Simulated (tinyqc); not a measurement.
Inside a calculation: conductance of a narrow metal strip with scatterers (square lattice, Green functions). Values are carried at full precision from step to step, so a last printed digit may differ when a step is redone from the rounded ones.

A strip of W sites across with hard walls, site energy 0 and hopping -t. Mode n = 1 to W has profile chi_n(j) = sqrt(2/(W + 1)) sin(n j pi/(W + 1)) and energy en = -2t cos(n pi/(W + 1)); E = en - 2t cos(kn a). With z_n = exp(i kn a) (Im k > 0 for closed modes, |z| < 1) each lead gives the self-energy -t z_n in mode n. One column carries the site energies v, here a notch at the edge (a site raised out of reach). In the mode basis V_nm = sum_j chi_n(j) v_j chi_m(j), G = (E - en + 2 t z_n - V)^-1, and t_nm = 2t sqrt(sin(kn a) sin(km a)) G_nm in size for open modes. T = sum |t_nm|^2, conductance (2e^2/h) T.

Constants: e^2/h = 3.874045865e-05 S.

Parameters, chosen for this exercise (hopping and spacing of the size met in Cu or Al; the lattice is a model; shifted at random, so the results belong to these values and not to a real crystal): t = 1.06 eV (hopping); a = 2.75 angstrom (spacing); W = 4 (sites across); E = 0.98 eV (Fermi energy); v = (50, 0, 0, 0) eV (site energies in the scattering column).

## Modes at the Fermi energy

For each n: en, cos(kn a) = (en - E)/(2t), z_n and the velocity 2 t a sin(kn a) (zero if closed).

Modes:

| n | en (eV) | cos(k a) | z | dE/dk (eV angstrom) |
|---|---|---|---|---|
| 1 | -1.7151 | -1.27128 | -0.48633 | 0.0000 |
| 2 | -0.6551 | -0.77128 | -0.77128+0.63649i | 3.7108 |
| 3 | 0.6551 | -0.15325 | -0.15325+0.98819i | 5.7611 |
| 4 | 1.7151 | 0.34675 | 0.34675+0.93796i | 5.4683 |

3 of 4 modes are open, so the clean strip has a resistance of 4302 ohm, whatever its length.

## The scatterer in the mode basis

Form V_nm.

V (eV):
```
         n=1      n=2      n=3      n=4
n=1   6.9098  11.1803  11.1803   6.9098
n=2  11.1803  18.0902  18.0902  11.1803
n=3  11.1803  18.0902  18.0902  11.1803
n=4   6.9098  11.1803  11.1803   6.9098
```

A single site couples every mode that has amplitude on it.

## Green function and transmission

E - en + 2 t z_n = 2t (z_n - cos(kn a)). Invert, form |t_nm|^2 = (2t)^2 Im(z_n) Im(z_m) |G_nm|^2 and sum. The added resistance is 1/(2 (e^2/h) T) less the same for the clean strip.

G (1/eV):
```
                 n=1              n=2              n=3              n=4
n=1   0.5890-0.0963i  -0.1922+0.0237i  -0.1238+0.0153i  -0.0806+0.0100i
n=2  -0.1922+0.0237i   0.0474-0.3576i   0.0305+0.2470i   0.0199+0.1608i
n=3  -0.1238+0.0153i   0.0305+0.2470i   0.0197-0.3182i   0.0128+0.1036i
n=4  -0.0806+0.0100i   0.0199+0.1608i   0.0128+0.1036i   0.0083-0.4354i
```

|t_nm|^2:
```
     n=1     n=2     n=3     n=4
n=1    0       0       0       0
n=2    0  0.2369  0.1751  0.0705
n=3    0  0.1751  0.4462  0.0454
n=4    0  0.0705  0.0454  0.7500
```

T = 2.0150
added resistance = 2103 ohm

Mode 2 passes least (0.482) and mode 4 most (0.866); 28.9 % of the transmitted flux changes mode.

## Checks

- Transmitted plus reflected flux against the number of open modes: both 3.00000.

Run: tinyqc, `OMP_NUM_THREADS=1 python tinyqc.py 1480696 1480697 out.jsonl`; Intel(R) Xeon(R) Processor @ 2.30GHz, one thread, shared host; about 0.01 s of CPU time with all checks.
